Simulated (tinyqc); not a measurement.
Geometry relaxation of a small cluster: one step, computed by the program tinyqc. Command: `OMP_NUM_THREADS=1 python tinyqc.py 3011959 3011960 out.jsonl relax walk`. One thread of a shared host (Intel(R) Xeon(R) Processor @ 2.30GHz), about 0.01 s of CPU time with the checks.

E = sum_i {sum_j A exp(-p (r_ij/r0 - 1)) - xi sqrt(rho_i)}, rho_i = sum_j exp(-2 q (r_ij/r0 - 1)); the force on i is -sum_j w_ij (R_i - R_j)/r_ij with w_ij = -(2p/r0) A exp(-p (r_ij/r0 - 1)) + (xi q/r0) exp(-2 q (r_ij/r0 - 1)) (rho_i^(-1/2) + rho_j^(-1/2)).

Question. The first two steps. BFGS: R(new) = R + B F with the inverse Hessian B = eta 1 at first; with s = R(new) - R, y = F - F(new), rho = 1/(y.s): B(new) = (1 - rho s y^T) B (1 - rho y s^T) + rho s s^T, skipped if y.s is not positive. No atom moves more than 0.3 angstrom a step (the whole step is scaled). Stop when the largest force component is below 1e-5 eV/angstrom.

Inputs (values chosen for the exercise, for model atoms):

| quantity | value | unit |
|---|---|---|
| length r0 | 2.73 | angstrom |
| repulsion A | 0.096 | eV |
| hopping xi | 1.28 | eV |
| decay p | 11.4 | - |
| decay q | 2.96 | - |
| step factor eta | 0.062 | angstrom^2/eV |

Potential: Gupta. Method: BFGS.

starting positions (angstrom):
```
            x      y     z
atom 1  -0.02  -0.07  0.07
atom 2    2.5   0.06  0.19
atom 3   1.23   2.12     0
```

Give: positions after step 1; energy after step 1; positions after step 2; energy after step 2.

Answer.

positions after step 1 (angstrom):
```
            x       y      z
atom 1  0.026  -0.042  0.071
atom 2  2.468   0.060  0.188
atom 3  1.216   2.092  0.001
```

energy after step 1 = -5.496 eV

positions after step 2 (angstrom):
```
            x       y      z
atom 1  0.033  -0.038  0.071
atom 2  2.473   0.043  0.190
atom 3  1.204   2.105  0.000
```

energy after step 2 = -5.503 eV
